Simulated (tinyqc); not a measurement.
Hexagonal on-chip spiral inductor, lumped pi model: one step of the calculation.

Outer diameter do = di + 2 n wd + 2 (n - 1) sp, mean da = (do + di)/2, fill p = (do - di)/(do + di), length l = 3.464 n da. L = 2.33 mu0 n^2 da/(1 + 3.82 p), mu0 = 4 pi 1e-7 H/m. Rs = rho l/(wd delta (1 - exp(-th/delta))), delta = sqrt(rho/(pi f mu0)). Cs = n wd^2 eps0 eo/hu across the coil. At each end Cox = l wd eps0 eo/(2 ho) leads to the substrate branch Rsi = 2 rs he/(l wd) in parallel with Csi = l wd eps0 11.7/(2 he). With one end grounded Y = 1/(Rs + i w L) + i w Cs + 1/[1/(i w Cox) + 1/(1/Rsi + i w Csi)], w = 2 pi f; Q = -Im Y/Re Y. Eddy currents in neighbouring turns and in the substrate are left out.

Task. Admittance, quality factor and apparent inductance. Series branch 1/(Rs + i w L), substrate branch, total Y, Q = -Im Y/Re Y, apparent inductance Im(1/Y)/w, metal-only value w L/Rs, share of the loss in the substrate Re(substrate branch)/Re Y.

Values chosen for this exercise:
```
symbol,value,unit,meaning
f,1.2,GHz,frequency
```

L = 0.66396719 nH
Rs = 0.51746318 ohm
Cs = 24.201447 fF
Cox = 34.784271 fF
Rsi = 1122.1909 ohm
Csi = 18.462812 fF

Find: series branch; substrate branch; Y; Q; apparent inductance; w L/Rs; share of the loss in the substrate.

Result.

series branch = 20.43-197.64i mS
substrate branch = 0.06416+0.23336i mS
Y = 20.49-197.23i mS
Q = 9.6239
apparent inductance = 0.66529 nH
w L/Rs = 9.6745
share of the loss in the substrate = 0.31310 %

Q is 99.5 % of the metal-only value.

Program tinyqc, `OMP_NUM_THREADS=1 python tinyqc.py 2302102 2302103 out.jsonl`; Intel Xeon 2.30GHz, shared host, one thread, about 0.01 s.
